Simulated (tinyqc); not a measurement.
From floor rate over open-field rate back to radical density n: ion-assisted plasma etching: sheath, surface coverage, synergy and aspect-ratio dependence. Computed by tinyqc, a small Python program. Command: `OMP_NUM_THREADS=1 python tinyqc.py 3013846 3013847 out.jsonl etch inv`. One thread of a shared host (Intel(R) Xeon(R) Processor @ 2.30GHz), about 0.02 s of CPU time with the checks.

Radicals adsorb on bare sites; ions remove covered sites with a high yield and bare sites by sputtering; a slow spontaneous reaction acts everywhere, walls included.

Inputs (values chosen for the exercise, close to those used for silicon in a halogen plasma): plasma density n_e = 4.3e+10 1/cm^3; electron temperature T_e = 4 eV; ion mass M_i = 35.5 u; sheath voltage V = 61 V; radical mass M_n = 35.5 u; gas temperature T_g = 400 K; sticking coefficient s = 0.19; radicals per removed unit x = 3; yield slope b = 0.28 eV^(-1/2); threshold E_th = 6.7 eV; sputter slope b_p = 0.014 eV^(-1/2); sputter threshold E_p = 26 eV; spontaneous reaction probability k_c = 0.0005; solid density N = 5e+22 1/cm^3; ion temperature T_i = 0.76 eV; aspect ratio A = 1.5.

Feature: long trench.

Constants: e = 1.602176634e-19 C; u = 1.6605390666e-27 kg; k_B = 1.380649e-23 J/K; eps_0 = 8.8541878128e-12 F/m.

Method:
- Bohm speed u_B = sqrt(e T_e/M_i); ion flux G_i = 0.61 n_e u_B; radical flux G_n = n c/4 with c = sqrt(8 k_B T_g/(pi M_n)).
- Debye length lambda_D = sqrt(eps_0 T_e/(e n_s)) with n_s = 0.61 n_e, T_e in volts; Child-law sheath d = (sqrt2/3) lambda_D (2 V/T_e)^(3/4); ion energy E = V + T_e/2; angular spread = arctan(sqrt(T_i/E)).
- Yields: Y = b (sqrt(E) - sqrt(E_th)) on covered sites, Y_p = b_p (sqrt(E) - sqrt(E_p)) on bare ones (zero below threshold).
- Steady coverage: s G_n (1 - theta) = x Y G_i theta; removal flux = Y G_i theta + Y_p G_i (1 - theta) + k_c G_n; rate = flux/N, 1 cm/s = 6e8 nm/min.
- Lateral rate = k_c G_n/N; anisotropy = 1 - lateral/vertical; synergy = vertical/(ions alone + radicals alone), with ions alone Y_p G_i/N and radicals alone the lateral rate.
- Transmission of a long trench, rough form: K = (1 + ln(1 + A))/(1 + A + ln(1 + A)), walls that scatter diffusely without loss. With a loss probability S = s (1 - theta) at the floor, G_b/G_n = K/(K + S - K S); theta follows G_b, and the two are solved together. Ions are taken to reach the floor unshadowed; G_b replaces G_n in every term of the rate; A is depth over width.

Problem. A run gave the result below. Find the radical density n, known to lie between 4.4e+12 and 1.2e+13 1/cm^3.

floor rate over open-field rate = 0.9337669

Solution.

Each step takes the trial c = (a f_b - b f_a)/(f_b - f_a), f being the result less the target and a, b, c the logarithms of the listed values; c replaces end b, the old b replaces a if the sign of f changed, and otherwise f_a is halved.

Scan of the range:
```
radical density n (1/cm^3)  floor rate over open-field rate
4.40e+12                                           0.922713
5.20e+12                                           0.926567
6.15e+12                                           0.931053
7.27e+12                                           0.936050
8.59e+12                                           0.941438
1.02e+13                                           0.947269
1.20e+13                                           0.952905
```

False position (Illinois rule, in the logarithm of the input) inside the bracket:
```
step        end a        end b        trial  floor rate over open-field rate
1     6.15000e+12  7.27000e+12  6.73500e+12                         0.933709
2     7.27000e+12  6.73500e+12  6.74775e+12                         0.933766
3     7.27000e+12  6.74775e+12  6.74825e+12                         0.933768
4     6.74775e+12  6.74825e+12  6.74801e+12                         0.933767
```

Floor rate over open-field rate rises at every point of a 13-point scan of the range (every second point is shown), so one value fits; it is bracketed by 6.15e12 and 7.27e12. Answer: radical density n = 6.748e12 1/cm^3.

Caution: the trench transmission is an interpolation between the limits 1 and ln(A)/A, good to tens of per cent.
